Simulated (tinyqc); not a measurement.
Comparisons within one model: deformation potentials from a strained empirical pseudopotential. A value that a table varies takes the place of the one given here.

Diamond lattice, no spin-orbit coupling. Atomic form factor V(q) = a1 (q^2 - a2)/(a3 exp(a4 q^2) - 1) in rydberg with q in 1/bohr, for the unstrained cell. Under a strain e the reciprocal vectors and k go over into (1 + e)^(-1) G, the atoms sit at +/- tau with tau = (1 + e) a (1,1,1)/8 - zeta a (eyz, ezx, exy)/4, and H(G,G') = c |k + G|^2 delta + (V(q)/det(1 + e)) cos(q.tau), q = G - G', with the term q = 0 left out; c = hbar^2/2m0. The basis is fixed before straining: all G with |k + G|^2 up to 16 (2 pi/a)^2. k is given in units of 2 pi/a of the unstrained cell.

Constants: hbar^2/2m0 = 3.80998211 eV angstrom^2; Ry = 13.60569312 eV; a0 (Bohr radius) = 0.5291772105 angstrom.

Inputs chosen for the exercise (a germanium-sized cell with gaps well above those of Ge; shifted at random, so the results belong to these values and not to a real crystal):
- a = 5.654 angstrom (lattice constant)
- A = (0.401, 2.393, 2.077, 0.46) (a1 (Ry bohr^2), a2 (1/bohr^2), a3, a4 (bohr^2))
- h = 0.002 (size of the test strain)
- kD = 0.82 2 pi/a (position of the Delta minimum)
- a1 = 0.401
- a2 = 2.393
- a3 = 2.077
- a4 = 0.46

## The internal displacement

Xu of L (level 5, the lowest empty one) and d from exy = eyz = ezx = h for several zeta: Xu = [E(L [111]) - E(L [1-1-1])]/((8/3) h), d = (single valence level - pair)/(3 sqrt(3) h). zeta = 0 strains the bonds with the lattice; zeta = 1 keeps all four bond lengths equal to first order.

Results:
```
zeta  Xu (L) (eV)  d (eV)
0.00         9.35    1.42
0.25        10.42   -0.88
0.50        11.50   -3.18
0.60        11.93   -4.10
0.75        12.58   -5.49
1.00        13.67   -7.79
```

From zeta = 0 to 1, d goes from 1.42 to -7.79 eV and Xu (L) from 9.35 to 13.67 eV, both nearly linearly: the displacement is an optical-phonon mode, and d = d(0) - zeta d0/4 gives its deformation potential d0 = 37 eV. Leaving the relaxation out (zeta = 0 for 0.5) moves d by +4.61 eV, which reverses its sign, and Xu (L) by -2.14 eV. Tetragonal strain has no such freedom.

## Size of the test strain

e = diag(-h/2, -h/2, h). Xu = [E(Delta z) - E(Delta x)]/(1.5 h) at fixed kD, b = [E(Z) - E(X, Y)]/(4.5 h); one-sided from +h alone, central from +h and -h.

Results (eV):
```
h       Xu one-sided  Xu central  b one-sided  b central
0.0010         7.822       7.825       -2.949     -2.946
0.0025         7.817       7.825       -2.954     -2.946
0.0050         7.809       7.825       -2.963     -2.946
0.0100         7.793       7.826       -2.980     -2.946
0.0200         7.763       7.829       -3.014     -2.946
0.0300         7.735       7.834       -3.049     -2.947
```

From h = 0.001 to 0.03 the one-sided Xu drifts by -0.087 eV and the central one by +0.009 eV; for b the drifts are -0.100 and -0.002 eV. The central difference cancels the term of second order in the strain, so its error goes as h^2. At h = 0.02 the linear law errs by 0.8 % for the valley splitting and 2.3 % for the valence splitting.

## What each parameter of the potential does

Gaps from the valence top to level 5 at Gamma and level 5 at (kD,0,0) and L, and their deformation potentials [E(+h) - E(-h)]/(3 ln((1 + h)/(1 - h))) for e = +/- h 1, h = 0.002. The row for the lattice constant keeps V(q) without the volume factor, so it is not a strain. Each row changes one parameter from the base and keeps the others.

Results:
```
case                Gamma (eV)  Delta (eV)  L (eV)  potential Gamma (eV)  potential Delta (eV)  potential L (eV)
base                     1.739       1.083   1.097                 -8.71                  1.01             -2.77
a = 5.597 angstrom       1.927       0.839   1.039                 -8.51                  1.31             -2.59
a1 = 0.397               1.716       1.014   1.051                 -8.62                  1.04             -2.74
a2 = 2.417               1.603       1.145   1.080                 -8.75                  0.95             -2.81
a3 = 2.098               1.717       0.990   1.039                 -8.61                  1.03             -2.74
a4 = 0.465               1.678       1.009   1.037                 -8.56                  1.09             -2.68
```

The largest shifts from the base row, up to three for each result and ties (the steps differ in size, so this ranks the rows, not the parameters). Gamma (eV): a +0.188, a2 -0.136, a4 -0.061. Delta (eV): a -0.244, a3 -0.093, a4 -0.073. L (eV): a4 -0.060, a3 -0.059, a -0.058. potential Gamma (eV): a +0.20, a4 +0.14, a3 +0.10. potential Delta (eV): a +0.29, a4 +0.08, a2 -0.06. potential L (eV): a +0.19, a4 +0.09, a2 -0.04.

Computed by tinyqc, a small Python program: `OMP_NUM_THREADS=1 python tinyqc.py 1850410 1850411 out.jsonl` (the numbers bound the seed that draws the inputs); one thread of a shared host (Intel(R) Xeon(R) Processor @ 2.30GHz), about 0.2 s for the whole set of steps.
